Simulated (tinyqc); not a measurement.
Solid solubility of a dopant against its melt (retrograde solidus), clustering and the electrically active fraction: one step, computed by the program tinyqc.

Problem. Active fraction after the anneal. A highly soluble donor (another dopant than that of the solidus) is limited by clustering. Donors N_a are active, and clusters hold m atoms each: N_t = N_a + m C, m C = N* (N_a/N*)^m, with N*(T) = N*(1273 K) exp[-(E_b/k_B)(1/T - 1/1273)]. Resistivity = 1/(e mu N_a).

Inputs (values chosen for the exercise, for a model dopant):
```
quantity                                      value        unit
total dopant density N_t                    4.6e+20      1/cm^3
atoms per cluster m                               3           -
cluster scale N* at 1273 K                  3.1e+20      1/cm^3
activation energy E_b of the cluster scale     0.54          eV
anneal temperature T_a                         1050           K
mobility mu                                      70  cm^2/(V s)
```

Clustering: clusters of m atoms, electrons left out.

Constants: k_B = 8.617333262e-05 eV/K; e = 1.602176634e-19 C.

Give: N*(T_a); active density N_a; active fraction; resistivity.

Solution.

N*(T_a) = 1.090e+20 1/cm^3

active density N_a = 1.538e+20 1/cm^3

active fraction = 0.3343

resistivity = 0.5798 milliohm cm

Doubling the dose would raise N_a by only 33 %. Caution: this clustering law is a generic form; degeneracy and a doping-dependent mobility are left out.
